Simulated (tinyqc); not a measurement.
Inside a calculation. Method: extended Hueckel theory, for H6. Computed by tinyqc, a small Python program that keeps every step (integrals from PySCF). Settings: charge = 0, K = 1.5, weighted = 1, multiplicity = 1. Command: `OMP_NUM_THREADS=1 python tinyqc.py 26726 26727 out.jsonl` (the two numbers bound the seeds that draw the settings). One thread of a shared host (Intel(R) Xeon(R) Processor @ 2.60GHz), about 0.01 s of CPU time with the checks.

## Overlaps

Geometry (angstrom):
```
atom         x         y         z
H     0.000000  0.000000  0.000000
H     0.000000  0.000000  0.799000
H     0.000000  0.000000  1.767000
H     0.000000  0.000000  2.567000
H     0.000000  0.000000  3.535000
H     0.000000  0.000000  4.334000
```

Parameters chosen for this run:
```
element  shell  Slater exponent   H_ii (eV)
H           1s         1.300000  -13.600000
```

Slater orbitals, each expanded in six Gaussians scaled to its exponent.

overlap S:
```
          1H 1s     2H 1s     3H 1s     4H 1s     5H 1s     6H 1s
1H 1s  1.000000  0.596538  0.151373  0.037535  0.005801  0.001060
2H 1s  0.596538  1.000000  0.488058  0.151126  0.027458  0.005801
3H 1s  0.151373  0.488058  1.000000  0.595869  0.151126  0.037535
4H 1s  0.037535  0.151126  0.595869  1.000000  0.488058  0.151373
5H 1s  0.005801  0.027458  0.151126  0.488058  1.000000  0.596538
6H 1s  0.001060  0.005801  0.037535  0.151373  0.596538  1.000000
```

## Wolfsberg-Helmholz matrix

diagonal H_ii (eV): 1H 1s -13.600000, 2H 1s -13.600000, 3H 1s -13.600000, 4H 1s -13.600000, 5H 1s -13.600000, 6H 1s -13.600000

K = 1.500000

H_ij = K' S_ij (H_ii + H_jj)/2 for i != j (the diagonal keeps H_ii), with K' = K + D^2 + D^4 (1 - K), D = (H_ii - H_jj)/(H_ii + H_jj), K = 1.5.

H (eV):
```
            1H 1s       2H 1s       3H 1s       4H 1s       5H 1s       6H 1s
1H 1s  -13.600000  -12.169368   -3.088011   -0.765724   -0.118333   -0.021629
2H 1s  -12.169368  -13.600000   -9.956391   -3.082969   -0.560153   -0.118333
3H 1s   -3.088011   -9.956391  -13.600000  -12.155725   -3.082969   -0.765724
4H 1s   -0.765724   -3.082969  -12.155725  -13.600000   -9.956391   -3.088011
5H 1s   -0.118333   -0.560153   -3.082969   -9.956391  -13.600000  -12.169368
6H 1s   -0.021629   -0.118333   -0.765724   -3.088011  -12.169368  -13.600000
```

## Orbitals

valence electrons = 6

Solve H C = S C e through S^(-1/2); fill by pairs from the bottom, a degenerate level sharing its electrons equally; each orbital has its largest coefficient positive (the first on a tie).

orbital energies (eV): -17.340261  -16.298874  -14.139791  -7.295372  1.136022  13.834401

occupations: 2.000000  2.000000  2.000000  0.000000  0.000000  0.000000

coefficients:
```
            MO1        MO2        MO3        MO4        MO5        MO6
1H 1s  0.187947   0.367868   0.480185   0.661306  -0.735989   0.495096
2H 1s  0.275256   0.384140   0.203931  -0.423947   0.952462  -0.903280
3H 1s  0.337477   0.136613  -0.433755  -0.588659  -0.366969   1.206731
4H 1s  0.337477  -0.136613  -0.433755   0.588659  -0.366969  -1.206731
5H 1s  0.275256  -0.384140   0.203931   0.423947   0.952462   0.903280
6H 1s  0.187947  -0.367868   0.480185  -0.661306  -0.735989  -0.495096
```

sum of one-electron energies = -95.557851 eV

## Mulliken analysis

P = C n C^T; charge = valence electrons (H 1) minus the sum of (P S)_ii on the atom; overlap population = 2 sum P_ij S_ij between two atoms.

charges: 1H -0.106695, 2H 0.083544, 3H 0.023152, 4H 0.023152, 5H 0.083544, 6H -0.106695

Overlap populations:
```
pair      value
2-1    0.694300
3-1   -0.057279
3-2    0.111112
4-1   -0.029294
4-2   -0.029042
4-3    0.675409
5-1    0.000194
5-2   -0.003318
5-3   -0.029042
5-4    0.111112
6-1    0.000554
6-2    0.000194
6-3   -0.029294
6-4   -0.057279
6-5    0.694300
```
